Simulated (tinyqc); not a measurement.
Wafer bonding and layer transfer: bond energy, gap closing, particles, bonding of dissimilar wafers and hydrogen blisters: one step, computed by the program tinyqc. Command: `OMP_NUM_THREADS=1 python tinyqc.py 3028993 3028994 out.jsonl bond walk`. One thread of a shared host (Intel(R) Xeon(R) Processor @ 2.30GHz), about 0.01 s of CPU time with the checks.

gamma is the energy per area of each of the two surfaces; plates are isotropic.

Question. Heating a pair with different expansion. M = E/(1 - nu), misfit e = (alpha_2 - alpha_1) dT. Curvature k = 6 M1 M2 t1 t2 (t1 + t2) e/[M1^2 t1^4 + M2^2 t2^4 + 2 M1 M2 t1 t2 (2 t1^2 + 3 t1 t2 + 2 t2^2)]; force per width F = k (M1 t1^3 + M2 t2^3)/(6 (t1 + t2)); at the interface s1 = F/t1 + M1 k t1/2, s2 = -F/t2 - M2 k t2/2; stored biaxial energy U = F^2 [1/(M1 t1) + 1/(M2 t2)] + k^2 (M1 t1^3 + M2 t2^3)/12; the pair can part when U > 2 gamma.

Inputs (values chosen for the exercise, for model wafers):

| quantity | value | unit |
|---|---|---|
| Young's modulus E1 | 132 | GPa |
| Young's modulus E2 | 106 | GPa |
| Poisson ratio nu | 0.25 | - |
| thickness t1 | 775 | micrometre |
| thickness t2 | 1000 | micrometre |
| crack length L | 14 | mm |
| expansion mismatch alpha_2 - alpha_1 | 2.7 | 1e-6/K |
| heating dT | 200 | K |

Pair: two different wafers.

bond energy gamma = 0.4746184 J/m^2

Give: curvature; force per width; stress in wafer 1 at the interface; stress in wafer 2 at the interface; stored energy U; largest dT for this gamma.

Answer.

curvature = 0.45397 1/m

force per width = 9.5166 kN/m

stress in wafer 1 at the interface = 43.240 MPa

stress in wafer 2 at the interface = -41.597 MPa

stored energy U = 5.1390 J/m^2

largest dT for this gamma = 85.957 K

U exceeds 2 gamma: the pair can debond; the bond strengthens on heating, so slow ramps or thinning one wafer first help. Caution: the crack is short against the thickness, so root rotation and shear add to the beam formula.
